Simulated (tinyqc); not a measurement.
Inside a calculation. Method: lattice vibrations of a chain. One step of it, computed by the program tinyqc.

Task: Dynamical matrix at q = 0.11. q is in units of 2 pi/a. A spring k from atom i to atom j, n cells on, adds k to Phi_ii and Phi_jj, -k exp(2 pi i q n) to Phi_ij and the conjugate to Phi_ji (for one atom a cell: 2k (1 - cos 2 pi q n)); D_ij = Phi_ij / sqrt(m_i m_j).

A chain moving along its axis:
```
atom   mass (u)  spring to the next atom (eV/angstrom^2)
1     56.000000                                27.200000
2     42.600000                                 2.600000
```

Give: D(q).

Result:

D(q) (eV/(angstrom^2 u)):
```
                 1                2
1           0.5321  -0.5979+0.0339i
2  -0.5979-0.0339i           0.6995
```
